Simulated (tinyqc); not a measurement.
Floating body of a partially depleted SOI transistor: body voltage and kink: two steps of the calculation.

Source at 0 V. Channel current Ic = 2 nf K Vt^2 [F(0) - F(Vd)](1 + la Vd), F(V) = ln^2(1 + exp((Vg - VT - nf V)/(2 nf Vt))), VT = VT0 - gb Vb. Saturation voltage Vs = 2 Vt sqrt(F(0)) + 3 Vt, excess Ve = (Vd - Vs + sqrt((Vd - Vs)^2 + 0.0004 V^2))/2, multiplication M1 = Ai Ve exp(-Bl/Ve). Each junction passes D(v) = J1 (exp(v/Vt) - 1) + J2 (exp(v/(2 Vt)) - 1). Bipolar current Ib = bb J1 (exp(Vb/Vt) - 1). The body settles where M1 (Ic + Ib) = D(Vb) + D(Vb - Vd) + Vb/Rb; drain current Id = (1 + M1)(Ic + Ib) - D(Vb - Vd).

Parameters, values chosen for the exercise; values of the order met in partially depleted silicon-on-insulator transistors: temperature T = 358 K; threshold at zero body voltage VT0 = 0.39 V; fall of the threshold per volt of body voltage gb = 0.14; slope factor nf = 1.17; gain factor per width K = 200 uA/(V^2 um); channel-length modulation factor la = 0.06 1/V; impact-ionisation prefactor Ai = 2.67 1/V; impact-ionisation voltage Bl = 7.4 V; diffusion saturation current of each junction J1 = 3e-10 uA/um; recombination saturation current of each junction J2 = 6.5e-7 uA/um; gain of the lateral bipolar transistor on the diffusion current bb = 0.5; resistance of a weak body tie to the source (1e9 stands for no tie, and the term is then dropped) Rb = 2e5 kohm um; gate voltage Vg = 0.53 V; drain voltage Vd = 2.2 V.

Constants: q = 1.602176634e-19 C, kB = 1.380649e-23 J/K, Vt = kB T/q. Results are converted to the units shown.

Problem 1. New Vb. Current into the body I_in = M1 (Ic + Ib) - D(Vb - Vd), current out I_out = D(Vb) + Vb/Rb; f = ln(I_in/I_out), s = df/dVb by central differences over 1e-5 V, Vb(new) = Vb - f/s.

Vb after iteration 1 = 0.58905450 V

Find: Ic; Ve; M1; I_in; I_out; f; s; Vb after iteration 2.

Solution 1.

Ic = 4.9289 uA/um
Ve = 1.9146 V
M1 = 0.10716
I_in = 0.53131 uA/um
I_out = 0.070876 uA/um
f = 2.0144
s = -27.977 1/V
Vb after iteration 2 = 0.66106 V

Problem 2. Drain current with floating and with grounded body. Id and VT at the converged Vb, Id at Vb = 0, their ratio, and the bipolar share Ib/(Ic + Ib).

converged Vb = 0.65852374 V

Give: VT; Id, floating; Id, grounded; ratio; bipolar share.

Solution 2.

VT = 0.29781 V
Id, floating = 6.2147 uA/um
Id, grounded = 2.4409 uA/um
ratio = 2.5461
bipolar share = 4.9712 %

The body rises to 0.659 V and lowers the threshold by 92.2 mV.

Range of the model: The multiplication law is an empirical form chosen for the exercise; self-heating and capacitive coupling to the body are left out, and the linear laws are rough once Vb passes about 0.7 V or M1 about 0.1.

Computed by the program tinyqc: `OMP_NUM_THREADS=1 python tinyqc.py 2182030 2182031 out.jsonl`, one thread of a shared Intel Xeon 2.30GHz, about 0.2 s for the whole run.
